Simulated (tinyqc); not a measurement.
sp3s* tight binding with spin-orbit coupling: sweeps and comparisons. A value that a table varies takes the place of the one given here.

sp3s* tight binding, nearest neighbours only: anion (a) at 0, cation (c) at a/4 (1,1,1), orbitals s, px, py, pz, s* on each; k in units of 2 pi/a. With phases e_j = exp(i (pi/2) k.n_j) for n = (1,1,1), (1,-1,-1), (-1,1,-1), (-1,-1,1): g0 = (e1+e2+e3+e4)/4, g1 = (e1+e2-e3-e4)/4, g2 = (e1-e2+e3-e4)/4, g3 = (e1-e2-e3+e4)/4. The diagonal holds the levels Esa, Epa, Exa (s*) and Esc, Epc, Exc. Anion-cation block: <sa|sc> = Vss g0; <sa|xc> = Vsapc g1; <xa|sc> = -Vscpa g1; <xa|xc> = Vxx g0; <xa|yc> = <ya|xc> = Vxy g3, <xa|zc> = <za|xc> = Vxy g2, <ya|zc> = <za|yc> = Vxy g1; <s*a|xc> = Vxapc g1; <xa|s*c> = -Vpaxc g1; y and z take g2 and g3 in place of g1; s-s* and s*-s* vanish.

Spin-orbit coupling acts within the p shell of each atom as (D/3) L.sigma, D = Da or Dc: it puts four states at Ep + D/3 and two at Ep - 2D/3.

Values chosen for the exercise (near a published set for Ge, fitted to gaps, whose masses and valley positions are rough; spin-orbit coupling, where it is added without a refit, lifts the valence top and shrinks all gaps by about a third of the splitting; the results hold for these values, not for the real material): Esa = -5.881 eV (s level of the anion); Epa = 1.613 eV (p level of the anion); Esc = -5.881 eV (s level of the cation); Epc = 1.613 eV (p level of the cation); Exa = 6.379 eV (s* level of the anion); Exc = 6.379 eV (s* level of the cation); Vss = -6.771 eV (s-s); Vxx = 1.61 eV (px-px); Vxy = 4.893 eV (px-py); Vsapc = 5.452 eV (s anion, p cation); Vscpa = 5.452 eV (s cation, p anion); Vxapc = 5.228 eV (s* anion, p cation); Vpaxc = 5.228 eV (p anion, s* cation); Da = 0.292 eV (atomic spin-orbit splitting, anion); Dc = 0.292 eV (the same, cation); eta = 3 (scaling exponent); D001 = 0.76 (ratio -ezz/exx).

## What the s* orbital does

The s* couplings Vxapc and Vpaxc are scaled by f; f = 0 is the plain sp3 model. Gaps from the top of the valence band at Gamma; the Delta value is the minimum on (x,0,0), 0.5 <= x <= 1.

Gaps (eV):
```
f,Gamma,Delta,L,x of the minimum
0.00,0.7897,3.5235,2.1323,0.500
0.25,0.7897,3.3514,1.9854,0.500
0.50,0.7897,2.7198,1.6145,0.675
0.75,0.7897,1.7116,1.1409,0.790
0.90,0.7897,1.0873,0.8444,0.806
1.00,0.7897,0.6731,0.6490,0.810
1.10,0.7897,0.2625,0.4582,0.810
```

The gap at Gamma stays, since g1 to g3 vanish there. From f = 0 to 1 the s* levels lower the Delta value by 2.850 eV and L by 1.483 eV. For f = 0 and 0.25 the least value lies at x = 0.5, the end of the range: any valley further out lies above that value until s* has lowered it enough. The lowest of the three is Gamma at f = 0 and L at f = 1.

## Hydrostatic strain (sp3s* tight binding with spin-orbit coupling, strained)

Strain e moves each bond vector to d = (1 + e) d0 (no internal displacement for the diagonal strains used here) and k is given in fractions of the strained reciprocal cell, so the phases stay. Two-centre values Vss_sigma = Vss/4, Vsp_sigma = sqrt3 V/4 for each s-p and s*-p pair, Vpp_sigma = (Vxx + 2 Vxy)/4, Vpp_pi = (Vxx - Vxy)/4 are scaled by (d0/d)^eta and combined with the new direction cosines; the levels on the diagonal stay.

exx = eyy = ezz = e. Gaps as measured from the top of the valence band; the deformation potentials are (gap(0.01) - gap(-0.01))/0.06.

Gaps (eV):
```
e,Gamma,Delta,L,x of the minimum
-0.03,1.5916,0.6963,1.0521,0.785
-0.02,1.3133,0.6889,0.9110,0.793
-0.01,1.0462,0.6812,0.7766,0.801
0.00,0.7897,0.6731,0.6490,0.810
0.01,0.5432,0.6647,0.5279,0.818
0.02,0.3063,0.6559,0.4133,0.827
0.03,0.0785,0.6468,0.3049,0.836
```

gap deformation potentials (eV): Gamma -8.384, Delta -0.276, L -4.145

Per unit of volume strain the gaps move by -8.38 (Gamma), -0.28 (Delta) and -4.15 eV (L). The lowest valley changes from the Delta line to L between e = -0.01 and 0 and from L to Gamma between e = 0.01 and 0.02. These potentials follow from the one exponent eta, which fitted models replace by one for each integral; with it the sizes are rough, the sign for Delta can be wrong (in Si, Ge and the III-V crystals measured values are small and positive), and the pressures at which valleys cross, and which valley takes over, are rough too. A gap of zero, where one is listed, marks an s level that has sunk below the valence top.

## Biaxial strain splits the top of the valence band (sp3s* tight binding, strained)

No spin-orbit coupling; k = 0; exx = eyy = e, ezz = -D001 e. The four bonds keep equal lengths, and the sums over them give Vxx(e) for px and py and Vzz(e) for pz; each level is the lower root of [[Epa, V], [V, Epc]], and the s level the upper root of the s block. The shear potential b follows from E(x,y) - E(z) = 3 b (exx - ezz), taken as the slope between e = -0.005 and 0.005.

Couplings and levels at Gamma (eV):
```
e,ezz,Vxx(e),Vzz(e),"E(x,y)",E(z),"E(x,y) - E(z) (meV)",upper s level
-0.020,0.0152,1.5306,1.8885,0.0824,-0.2755,358.0,1.0578
-0.010,0.0076,1.5714,1.7470,0.0416,-0.1340,175.6,0.9739
-0.005,0.0038,1.5910,1.6780,0.0220,-0.0650,87.0,0.9320
0.005,-0.0038,1.6284,1.5432,-0.0154,0.0698,-85.3,0.8480
0.010,-0.0076,1.6463,1.4774,-0.0333,0.1356,-168.9,0.8060
0.020,-0.0152,1.6805,1.3493,-0.0675,0.2637,-331.1,0.7221
```

b = -3.262 eV

Under tension in the plane (e > 0) the bonds tilt towards the plane, Vxx grows to 1.6463 and Vzz falls to 1.4774 eV at e = 0.01, and the pz state forms the top of the valence band, by 168.9 meV; under compression (e = -0.01) the px, py pair does, by 175.6 meV. The slope gives b = -3.26 eV, a rough value, since on-site strain terms are left out (measured values lie near -2 eV).

## What each parameter does

Gaps from the top of the valence band at Gamma; Delta is the minimum on (x,0,0), 0.5 <= x <= 1. A change on one sublattice alone makes the two atoms unequal. Each row changes one parameter from the base and keeps the others.

Results:
```
case,Ev (eV),gap Gamma (eV),gap Delta (eV),gap L (eV)
base,0.1003,0.7897,0.6731,0.6490
Vxx = 1.91 eV,-0.1997,1.0897,1.0111,0.9891
Vsapc = 5.752 eV,0.1003,0.7897,0.7397,0.7448
Vpaxc = 5.428 eV,0.1003,0.7897,0.5860,0.6103
Vxy = 4.593 eV,0.1003,0.7897,0.6731,0.7295
Epc = 1.813 eV,0.1972,0.6928,0.6196,0.5781
Exa = 6.079 eV,0.1003,0.7897,0.6120,0.6214
```

The largest shifts from the base row, up to three for each result and ties (the steps differ in size, so this ranks the rows, not the parameters). Ev (eV): Vxx -0.3000, Epc +0.0969; unchanged at the printed digits by Vsapc, Vpaxc, Vxy and Exa. gap Gamma (eV): Vxx +0.3000, Epc -0.0969; unchanged at the printed digits by Vsapc, Vpaxc, Vxy and Exa. gap Delta (eV): Vxx +0.3380, Vpaxc -0.0870, Vsapc +0.0666; unchanged at the printed digits by Vxy. gap L (eV): Vxx +0.3401, Vsapc +0.0958, Vxy +0.0805. Vsapc, Vpaxc, Vxy and Exa cannot move Ev or the gap at Gamma, whose blocks do not hold them; s parameters never move Ev, and move the gap only where the lowest empty level at Gamma is s-like.

Program tinyqc; command `OMP_NUM_THREADS=1 python tinyqc.py 1452782 1452783 out.jsonl`; about 0.2 s on one thread of a shared Intel(R) Xeon(R) Processor @ 2.30GHz.
